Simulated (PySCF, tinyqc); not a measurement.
Inside a calculation. Method: CID on RHF in the sto-3g basis, for H2, spin multiplicity 1. The lowest restricted solution is unstable here: a spin-polarised one lies 0.0031 hartree lower (PySCF). One step of it, computed by the program tinyqc.

Task: Iteration 1: diagonalisation and new density. Diagonalise F' = X^T F X, C = X C', fill 1 alpha and 1 beta electrons from the bottom; D = 2 C_occ C_occ^T. Each column has its largest component positive (the first on a tie).

Fock matrix F (hartree):
```
           1H 1s      2H 1s
1H 1s  -0.142599  -0.289618
2H 1s  -0.289618  -0.142599
```

X:
```
           1H 1s      2H 1s
1H 1s   1.058205  -0.204823
2H 1s  -0.204823   1.058205
```

Give: F' = X^T F X; orbital energies; coefficients C; D after iteration 1.

Result:

F' = X^T F X (hartree):
```
         1        2
1  -0.0401  -0.2746
2  -0.2746  -0.0401
```

orbital energies (hartree): MO1 -0.3148, MO2 0.2345

coefficients C:
```
          MO1      MO2
1H 1s  0.6034   0.8931
2H 1s  0.6034  -0.8931
```

D after iteration 1:
```
        1H 1s   2H 1s
1H 1s  0.7283  0.7283
2H 1s  0.7283  0.7283
```
